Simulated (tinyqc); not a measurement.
# Delay unit and parasitic delay from two ring oscillators

Inverse problem. A ring of 21 inverters oscillates at 1/(2 x 21 d), with stage delay d = tau (h + p) for fan-out h. Find tau, p and the delay at fan-out 4.

frequencies of 21-stage ring oscillators with fan-out 1 and 5 (GHz): 1.6148071  0.51066550

Solution. d is a straight line in h with slope tau and intercept tau p.

tau = 7.970 ps
p = 0.8500
delay at fan-out 4 = 38.65 ps

tinyqc, about 0.01 s, one thread, Intel Xeon 2.30GHz (shared host): `OMP_NUM_THREADS=1 python tinyqc.py 2082178 2082179 out.jsonl`
